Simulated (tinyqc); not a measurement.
# Worked calculation: thin-body transistor below threshold, two-dimensional Poisson equation on a small mesh

tinyqc, about 0.1 s, one thread, Intel Xeon 2.30GHz (shared host): `OMP_NUM_THREADS=1 python tinyqc.py 2480173 2480174 out.jsonl` Printed values are rounded.

A thin body on a thick buried insulator of low permittivity, taken as carrying no normal field at the bottom of the body (row 0). Mobile charge is neglected (subthreshold), the body is fully depleted, and potentials are counted from the intrinsic level; rows run upward to the gate, columns from source to drain.

Values chosen for this exercise; semiconductor permittivity close to that of silicon:

| symbol | value | unit | meaning |
|---|---|---|---|
| T | 300 | K | temperature |
| eps_r | 11.5 |  | relative permittivity of the semiconductor |
| eox | 25 |  | relative permittivity of the insulator |
| tb | 4 | nm | body thickness |
| tox | 5.9 | nm | insulator thickness |
| L | 36 | nm | channel length |
| Na | 0 | cm^-3 | acceptor density of the depleted body |
| Vbi | 0.53 | V | potential of the source |
| Vfb | 0.13 | V | gate offset |
| Vg | 0 | V | gate voltage |
| Vd | 1 | V | drain voltage |

Constants: q = 1.602176634e-19 C, kB = 1.380649e-23 J/K, Vt = kB T/q, eps0 = 8.8541878128e-14 F/cm where lengths are in cm. Results are converted to the units shown.

## Coefficients of the five-point equations

Mesh: rows i = 0..3 in the semiconductor (step hs = tb/3, row 3 on the interface), then 2 step(s) ho = tox/2 up to the gate row 5; columns j = 0..7 (step hy = L/7). Box integration, divided by eps0: up_i = eps hy/h of the interval above row i, dn_i = that of the interval below (0 for row 0), lat_i = (sum of eps h/2 over the intervals above and below)/hy, s_i = -q Na w_i hy/eps0 with w_i the semiconductor height of the box (hs/2 for row 0 and the interface row, hs between, 0 in the insulator). Each free node obeys (up + dn + 2 lat) psi = up psi(above) + dn psi(below) + lat [psi(left) + psi(right)] + s.

```
row        up        dn       lat  s (V)
0    44.35714         0  1.490741      0
1    44.35714  44.35714  2.981481      0
2    44.35714  44.35714  2.981481      0
3    43.58354  44.35714  8.660880      0
4    43.58354  43.58354  14.34028      0
```

## Iteration 1: Jacobi sweep

psi at the start (fixed values on the edges, free nodes linear between source and drain columns) (V):
```
             j=0        j=1        j=2        j=3        j=4        j=5        j=6        j=7
row 0   0.530000   0.672857   0.815714   0.958571   1.101429   1.244286   1.387143   1.530000
row 1   0.530000   0.672857   0.815714   0.958571   1.101429   1.244286   1.387143   1.530000
row 2   0.530000   0.672857   0.815714   0.958571   1.101429   1.244286   1.387143   1.530000
row 3   0.530000   0.672857   0.815714   0.958571   1.101429   1.244286   1.387143   1.530000
row 4   0.200000   0.271429   0.342857   0.414286   0.485714   0.557143   0.628571   0.700000
row 5  -0.130000  -0.130000  -0.130000  -0.130000  -0.130000  -0.130000  -0.130000  -0.130000
```

Free nodes: rows 0..4, columns 1..6, taken row by row from row 0, left to right. t = (up psi(above) + dn psi(below) + lat [psi(left) + psi(right)] + s)/(up + dn + 2 lat), with all neighbours from the previous sweep; psi(new) = t.

psi after iteration 1 (V):
```
             j=0        j=1        j=2        j=3        j=4        j=5        j=6        j=7
row 0   0.530000   0.672857   0.815714   0.958571   1.101429   1.244286   1.387143   1.530000
row 1   0.530000   0.672857   0.815714   0.958571   1.101429   1.244286   1.387143   1.530000
row 2   0.530000   0.672857   0.815714   0.958571   1.101429   1.244286   1.387143   1.530000
row 3   0.530000   0.506647   0.619929   0.733212   0.846494   0.959777   1.073059   1.530000
row 4   0.200000   0.271429   0.342857   0.414285   0.485714   0.557143   0.628571   0.700000
row 5  -0.130000  -0.130000  -0.130000  -0.130000  -0.130000  -0.130000  -0.130000  -0.130000
```

## Iteration 2: Jacobi sweep

As before.

psi after iteration 2 (V):
```
             j=0        j=1        j=2        j=3        j=4        j=5        j=6        j=7
row 0   0.530000   0.672857   0.815714   0.958571   1.101429   1.244286   1.387143   1.530000
row 1   0.530000   0.672857   0.815714   0.958571   1.101429   1.244286   1.387143   1.530000
row 2   0.530000   0.594986   0.723987   0.852988   0.981990   1.110991   1.239992   1.530000
row 3   0.530000   0.490538   0.587711   0.696127   0.804543   0.912959   1.049650   1.530000
row 4   0.200000   0.208898   0.269200   0.329502   0.389804   0.450107   0.510409   0.700000
row 5  -0.130000  -0.130000  -0.130000  -0.130000  -0.130000  -0.130000  -0.130000  -0.130000
```

## Course of the iteration: Jacobi sweep

Stop when the largest change of psi is below 1e-7 V, or after 400 iterations. Fixed values: gate row Vg - Vfb; column 0 at Vbi and the last column at Vbi + Vd in the semiconductor, each running linearly to Vg - Vfb across the insulator.

Course of the iteration:
```
iteration  psi at row 0, j = 3 (V)  largest |change| of one entry (V)
1                        0.9585710                              0.314
2                        0.9585711                              0.147
3                        0.9585711                              0.115
4                        0.9122201                             0.0870
5                        0.8958348                             0.0716
6                        0.8451420                             0.0678
7                        0.8189776                             0.0623
8                        0.7715319                             0.0594
9                        0.7415638                             0.0521
...                            ...                                ...
243                    -0.03961462                            1.52e-7
244                    -0.03961476                            1.44e-7
245                    -0.03961489                            1.36e-7
246                    -0.03961502                            1.29e-7
247                    -0.03961514                            1.22e-7
248                    -0.03961525                            1.16e-7
249                    -0.03961536                            1.09e-7
250                    -0.03961546                            1.04e-7
251                    -0.03961556                            9.82e-8
```

Converged in 251 iterations. At the end each change is about 0.95 times the one before: linear convergence.

## Barrier, swing and barrier lowering

converged psi (V):
```
             j=0        j=1        j=2        j=3        j=4        j=5        j=6        j=7
row 0   0.530000   0.166332   0.003701  -0.039617   0.002764   0.170242   0.603159   1.530000
row 1   0.530000   0.159576  -0.000309  -0.042497  -0.001441   0.161321   0.586559   1.530000
row 2   0.530000   0.138668  -0.012230  -0.050973  -0.013825   0.134758   0.535128   1.530000
row 3   0.530000   0.101599  -0.031689  -0.064550  -0.033700   0.091270   0.443737   1.530000
row 4   0.200000   0.005228  -0.071450  -0.091028  -0.072631   0.001803   0.204906   0.700000
row 5  -0.130000  -0.130000  -0.130000  -0.130000  -0.130000  -0.130000  -0.130000  -0.130000
```

d psi/dVg on row 0: j=0 0.0000000, j=1 0.5562540, j=2 0.8129558, j=3 0.9038162, j=4 0.9038162, j=5 0.8129558, j=6 0.5562540, j=7 0.0000000
d psi/dVd on row 0: j=0 0.000000, j=1 0.003460, j=2 0.010252, j=3 0.026901, j=4 0.069282, j=5 0.176792, j=6 0.440286, j=7 1.000000

The barrier is read along row 0, the path farthest from the gate. Take the node j of lowest psi: barrier Vbi - psi_j; swing Vt ln 10/(d psi_j/dVg); DIBL = (d psi_j/dVd)/(d psi_j/dVg). The derivatives solve the same equations with s = 0 and a unit change of that voltage.

j = 3
barrier = 0.5696173 V
swing = 65.86121 mV/decade
DIBL = 29.76425 mV/V

A mesh of 12, 8 and 80 steps (semiconductor, insulator, channel) gives a barrier of 0.585 V, a swing of 64.7 mV a decade and a DIBL of 24.4 mV/V; the small mesh puts the barrier 2.7 % below that.
